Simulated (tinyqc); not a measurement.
## MOS inversion layer, Poisson-Schroedinger loop: effect of the temperature

Electrons confined at an insulator interface at z = 0, treated as a hard wall; parabolic valleys, Hartree approximation, no image or exchange terms. The depletion charge lies far deeper than the electrons and gives a uniform field q Nd/(eps0 eps_r); the gate balances all charge. Energies are counted from the band edge at the interface.

Schroedinger equation -(C/mz) psi'' + (V0 + U) psi = E psi, C = hbar^2/(2 m0), psi(0) = 0, on a uniform mesh of 800 nodes with a far wall at 88 nm, 8 levels a set; V0 = q Nd z/(eps0 eps_r); dU/dz = q (Ns - integral of n from 0 to z)/(eps0 eps_r), U(0) = 0; N_k = g md m0 q Vt/(pi hbar^2) ln(1 + exp((EF - E_k)/Vt)), g the number of valleys of the set, sum N_k = Ns. Triangular well: E_k = a_k (C F^2/mz)^(1/3), a_1 = 2.338107, a_2 = 4.087949, C = hbar^2/(2 m0), F in eV/nm. Fang-Howard (all electrons in the lowest level of set A): b^3 = 6 (mz1/C) q (Nd + 11 Ns/32)/(eps0 eps_r), centroid 3/b, level C b^2/(4 mz1) + (3/b) q (Nd + 11 Ns/16)/(eps0 eps_r). The centroid adds 3.9 z_av/eps_r to an oxide-equivalent thickness. Shares under 0.0001 % are printed as 0.

Values chosen for this exercise; masses and permittivity close to those of silicon (111): relative permittivity eps_r = 11.8; mass along z of valley set A (6 valley(s)) mz1 = 0.258 m0; in-plane density-of-states mass of set A md1 = 0.358 m0; sheet density of electrons Ns = 6.4e11 cm^-2; sheet density of depletion charge Nd = 2.3e11 cm^-2.

Constants: q = 1.602176634e-19 C, kB = 1.380649e-23 J/K, hbar = 1.054571817e-34 J s, m0 = 9.1093837015e-31 kg, Vt = kB T/q, eps0 = 8.8541878128e-14 F/cm where lengths are in cm, hbar^2/(2 m0) = 0.0380998212 eV nm^2. Results are converted to the units shown.

The same in every row: Fang-Howard centroid (nm) = 4.58.

Effect of the temperature:
```
T (K)  A1 (meV)  A2 (meV)  EF (meV)  share of A1 (%)  share of A2 (%)  centroid z_av (nm)  added oxide equivalent (nm)
20         61.4      88.2      60.3              100                0                4.30                         1.42
50         61.4      88.3      54.0             99.8            0.214                4.30                         1.42
77         61.5      88.7      46.9             98.2             1.73                4.37                         1.44
120        61.8      90.0      33.7             92.5             6.24                4.63                         1.53
200        62.4      93.2      3.91             79.6             13.6                5.37                         1.78
300        63.2      96.7     -40.1             66.0             18.2                6.41                         2.12
400        63.8      99.3     -89.7             56.0             20.0                7.34                         2.42
500        64.2       101      -143             48.6             20.6                8.10                         2.68
```

What does the comparison show?

As T goes from 20 to 500, A1 rises from 61.4 to 64.2 meV, the share of A1 falls from 100 to 48.6 % and the centroid rises from 4.30 to 8.10 nm. The Fang-Howard centroid is 6.7 % above the full one in the first row, where A1 holds 100 %, and 43 % below it in the last, where A1 holds 48.6 %. For T = 300, 400, 500 the eighth level of a set still holds over 0.4 % of the electrons, so more levels and a farther wall would raise the centroid.

tinyqc, about 0.5 s, one thread, Intel Xeon 2.30GHz (shared host): `OMP_NUM_THREADS=1 python tinyqc.py 2160119 2160120 out.jsonl`
